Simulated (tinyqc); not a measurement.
Inside a calculation. Model: binary melting diagram from solution models of liquid and solid. Computed by tinyqc, a small Python program that keeps every step. Command: `OMP_NUM_THREADS=1 python tinyqc.py 3025575 3025576 out.jsonl melt walk`. One thread of a shared host (Intel(R) Xeon(R) Processor @ 2.30GHz), about 0.01 s of CPU time with the checks. Intermediate numbers are printed to about 5 digits and carried at full precision; extremes and crossings named in words are read from the listed rows.

x is the fraction of B. In a phase with interaction L: mu_A = G_A + R T ln(1 - x) + L x^2, mu_B = G_B + R T ln x + L (1 - x)^2. Melting: G(liquid) - G(solid) = H (1 - T/T_m) for each pure component.

Inputs (values chosen for the exercise, for a model alloy): melting point T_A = 1885 K; melting point T_B = 625 K; heat of melting H_A = 54.3 kJ/mol; heat of melting H_B = 19.5 kJ/mol; liquid interaction L_L = -0.3 kJ/mol; solid interaction L_S = 4.4 kJ/mol; position of T, (T - T_A)/(T_B - T_A) = 0.42; dilute content c0 of B = 0.026; growth number V delta/D = 2.6.

Diagram: complete solid solution (lens).

Constants: R = 8.314462618 J/(mol K).

## Temperature and melting free energies

T = T_A + u (T_B - T_A). The ideal solution has k_A = exp(dG_A/(R T)) = (1 - xs)/(1 - xl) and k_B = exp(dG_B/(R T)) = xs/xl, so xl = (1 - k_A)/(k_B - k_A).

T = 1355.8 K

dG_A = 15.244 kJ/mol

dG_B = -22.80096 kJ/mol

ideal liquidus xl = 0.76763

ideal solidus xs = 0.10156

## Tie line by Newton steps

Equal potentials: F_A = dG_A + R T ln[(1 - xl)/(1 - xs)] + L_L xl^2 - L_S xs^2 = 0, F_B = dG_B + R T ln(xl/xs) + L_L (1 - xl)^2 - L_S (1 - xs)^2 = 0. Newton steps from the ideal values with the exact Jacobian, halved if x would leave (0, 1); stop below 1e-12, residuals under 1e-7 shown as 0.

Iteration:
```
step       xl       xs  F_A (kJ/mol)  F_B (kJ/mol)
1     0.76763  0.10156   -2.2216e-01   -3.5679e+00
2     0.75440  0.06505   -1.4445e-02    9.6193e-01
3     0.75556  0.07098   -5.3140e-05    4.4056e-02
4     0.75563  0.07128   -3.1202e-07    9.9787e-05
5     0.75563  0.07128             0             0
6     0.75563  0.07128             0             0
```

liquidus xl = 0.75563

solidus xs = 0.071282

The interactions move the liquidus by -0.0120 and the solidus by -0.0303; the lens is 1.03 times as wide as the ideal one here.

## Dilute B in A: partition coefficient and slope

At T_A, k0 = exp[(dG_B(T_A) + L_L - L_S)/(R T_A)]; van 't Hoff: m_L = -R T_A^2 (1 - k0)/H_A per unit fraction. Burton-Prim-Slichter: k_eff = k0/[k0 + (1 - k0) exp(-V delta/D)]. Freezing range of c0: |m_L| c0 |1 - k0|/k0.

partition coefficient k0 = 0.060314

liquidus slope m_L = -511.26 K

effective coefficient k_eff = 0.46357

freezing range = 207.10 K

k0 < 1: the solid rejects B and B lowers the melting point. Faster growth moves k_eff towards 1.

## Solute along a frozen bar

For the solid at frozen fraction f, relative to c0. Lever rule: k0/[1 - (1 - k0) f]. Scheil (no diffusion in the solid, mixed liquid): k (1 - f)^(k - 1), with k0 and with k_eff. One zone pass with a zone a tenth of the bar long: 1 - (1 - k0) exp(-10 k0 f).

Ratio c_s/c0:
```
f    lever rule  Scheil, k0  Scheil, k_eff  one zone pass
0.0     0.06031     0.06031         0.4636        0.06031
0.1     0.06657     0.06659         0.4905        0.11532
0.3     0.08399     0.08433         0.5613        0.21585
0.5     0.11377     0.11569         0.6724        0.30496
0.7     0.17624     0.18697         0.8843        0.38394
0.8     0.24296     0.27367         1.0992        0.42000
0.9     0.39093     0.52494         1.5942        0.45395
```

All but the k_eff column start at k0 = 0.060. At f = 0.9 Scheil gives 0.525 against 0.391 for the lever rule, since the solid keeps what it took and the last liquid is richer in B. Scheil passes c0 at f = 0.950. Last over first value: 8.70 with k0 and 3.44 with k_eff, so faster growth gives the more even bar. Caution: B is no longer dilute in part of the solid or liquid, so a constant k is rough there.

## The lens

The formulas are those given above.

Liquidus and solidus:
```
T (K)       xl       xs  ideal xl  ideal xs
1822   0.11929  0.00750   0.12211   0.01038
1633   0.42982  0.03105   0.43952   0.04335
1444   0.66870  0.05732   0.68102   0.08107
1255   0.83627  0.08956   0.84696   0.12876
1066   0.93735  0.13713   0.94414   0.19991
877    0.98466  0.23539   0.98762   0.33598
688    0.99875  0.64172   0.99930   0.70870
```

The lens is widest among these rows at 1066 K (0.800 in x, ideal 0.744). L_L - L_S = -4.7 kJ/mol, relative to the mixed solid, favours the mixed liquid, and the liquidus lies below the ideal one in every row.

Checks made by the program: tie line against the common tangent on 20001 points (relative difference 3e-05); k0 and m_L against a tie line 0.01 K from T_A (relative difference 6e-06).
